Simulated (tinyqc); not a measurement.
Speed against selectivity over temperature: anisotropic wet etching of Si(100): plane rates, V-grooves, membranes and undercut. Computed by tinyqc, a small Python program. Command: `OMP_NUM_THREADS=1 python tinyqc.py 3021305 3021306 out.jsonl wetetch walk`. One thread of a shared host (Intel(R) Xeon(R) Processor @ 2.30GHz), about 0.01 s of CPU time with the checks.

A long slot opens the mask on a (100) wafer. The floor etches at R100; (111) walls stand at theta = arctan(sqrt2) = 54.7356 degrees to the surface and recede at R111 along their normal.

Inputs (values chosen for the exercise, close to those used for potassium hydroxide solutions):

| quantity | value | unit |
|---|---|---|
| prefactor k0 of the (100) rate | 5e+08 | um/min |
| activation energy of (100), E | 0.592 | eV |
| ratio (100)/(111) at 80 C | 300 | - |
| extra energy of (111), dE | 0.089 | eV |
| ratio (100)/oxide at 80 C | 210 | - |
| extra energy of the oxide, dE_ox | 0.24 | eV |
| misalignment of the mask | 2 | degrees |
| wafer thickness d | 380 | um |
| membrane thickness wanted | 28 | um |

Constants: k_B = 8.617333262e-05 eV/K.

Method:
- R100 = k0 exp(-E/(k_B T)); a ratio given at 80 C scales as exp[(extra energy/k_B)(1/T - 1/353.15 K)]; R111 and R_ox follow by division.
- Temperatures in kelvin are T(C) + 273.15.
- Each row etches to the depth d - membrane; undercut per side = (R111/sin(theta) + R100 sin(misalignment)) x time.

Etching to a fixed depth:

| T (C) | R100 (um/min) | R100/R111 | time (h) | undercut (um) | oxide consumed (nm) |
|---|---|---|---|---|---|
| 30 | 0.0720 | 485.97 | 81.516 | 13.172 | 456.5 |
| 40 | 0.1484 | 435.87 | 39.533 | 13.274 | 612.1 |
| 50 | 0.2926 | 393.58 | 20.051 | 13.380 | 806.0 |
| 60 | 0.5539 | 357.58 | 10.592 | 13.490 | 1044.0 |
| 70 | 1.0101 | 326.69 | 5.808 | 13.604 | 1332.0 |
| 80 | 1.7807 | 300.00 | 3.295 | 13.722 | 1676.2 |
| 90 | 3.0424 | 276.79 | 1.928 | 13.842 | 2082.8 |
| 100 | 5.0512 | 256.48 | 1.161 | 13.966 | 2558.0 |

What follows from these numbers?

From 30 to 100 C the time falls by a factor 70.2, while the oxide loss grows by 5.60 and the undercut by 1.06: the slower planes and the mask have the higher activation energies, so heat costs selectivity. Misalignment gives 12.3 um of the undercut at any T.
